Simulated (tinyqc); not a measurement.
Admittance spectroscopy and thermally stimulated current of one trap level in a depletion layer: one step, computed by the program tinyqc.

A Schottky junction on n-type material holds one donor-like electron trap; shallow donors are fully ionised and abrupt depletion edges are assumed.

Problem. Temperature of the peak. N_c = 2 (2 pi m k_B T/h^2)^(3/2), v_th = sqrt(3 k_B T/m), emission rate e_n = sigma v_th N_c exp(-E_t/(k_B T)). Where the level crosses the Fermi level capture equals emission, so the trap follows the signal with the rate 2 e_n; G/omega peaks at omega = 2 e_n (the correction for large N_t/N is left out). Solve 2 e_n(T_p) = 2 pi f.

Inputs (values chosen for the exercise, modelled on n-type silicon):
```
quantity                         value    unit
density-of-states mass m          1.11     m_0
shallow doping N               2.2e+15  1/cm^3
trap depth E_t below the band    0.558      eV
capture cross section sigma    7.5e-15    cm^2
test frequency f                700000      Hz
```

Constants: k_B = 1.380649e-23 J/K; m_0 = 9.1093837015e-31 kg; h = 6.62607015e-34 J s; k_B = 8.617333262e-05 eV/K.

Give: peak temperature T_p; N_c at T_p; e_n at T_p; E_c - E_F = k_B T_p ln(N_c/N).

Solution.

peak temperature T_p = 440.8 K

N_c at T_p = 5.227e+19 1/cm^3

e_n at T_p = 2.199e+06 1/s

E_c - E_F = k_B T_p ln(N_c/N) = 0.3828 eV
